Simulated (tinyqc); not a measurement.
Thermionic emission over a Gaussian spread of barriers: effect of the spread.

Metal on an n-type semiconductor with one parabolic valley; V > 0 is forward bias (metal positive). Patches of barrier height b are spread as a Gaussian with mean phi - r2 V and variance sg^2 + r3 V; each carries A* T^2 exp(-b/Vt) [exp(V/Vt) - 1].

A* = 4 pi q me m0 kB^2/h^3 (times 1e-4 for A/(cm^2 K^2)). At zero bias the mean of exp(-b/Vt) gives phi_ap(0) = phi - sg^2/(2 Vt), J0 = A* T^2 exp(-phi_ap(0)/Vt), and the current is centred on b = phi - sg^2/Vt.

Parameters, values chosen for the exercise; band and dielectric values close to those of cadmium telluride:

| symbol | value | unit | meaning |
|---|---|---|---|
| T | 250 | K | temperature |
| me | 0.0986 | m0 | electron mass |
| phi | 1.11 | eV | barrier height seen from the metal |

Constants: q = 1.602176634e-19 C, kB = 1.380649e-23 J/K, h = 6.62607015e-34 J s, m0 = 9.1093837015e-31 kg, Vt = kB T/q. Results are converted to the units shown.

Effect of the spread:

| sg (eV) | phi_ap(0) (eV) | J0 (A/cm^2) | barrier that carries most current (eV) |
|---|---|---|---|
| 0.02 | 1.101 | 4.787e-17 | 1.091 |
| 0.033 | 1.085 | 1.006e-16 | 1.059 |
| 0.046 | 1.061 | 3.041e-16 | 1.012 |
| 0.058 | 1.032 | 1.166e-15 | 0.9538 |
| 0.071 | 0.9930 | 7.104e-15 | 0.8760 |
| 0.084 | 0.9462 | 6.227e-14 | 0.7825 |
| 0.097 | 0.8916 | 7.855e-13 | 0.6733 |

The apparent barrier falls from 1.10 to 0.892 eV, by sg^2/(2 Vt), and J0 grows by a factor of 16400 over the table. The lowering equals Vt at sg = sqrt(2) Vt = 0.0305 eV. In 3 of the 7 rows sg exceeds 3 Vt, so the current comes from more than three deviations below the mean, a tiny share of the area that a Gaussian of independent patches describes poorly.

Numbers from tinyqc (`OMP_NUM_THREADS=1 python tinyqc.py 2640167 2640168 out.jsonl`; about 0.01 s on one thread of a shared Intel Xeon 2.30GHz).
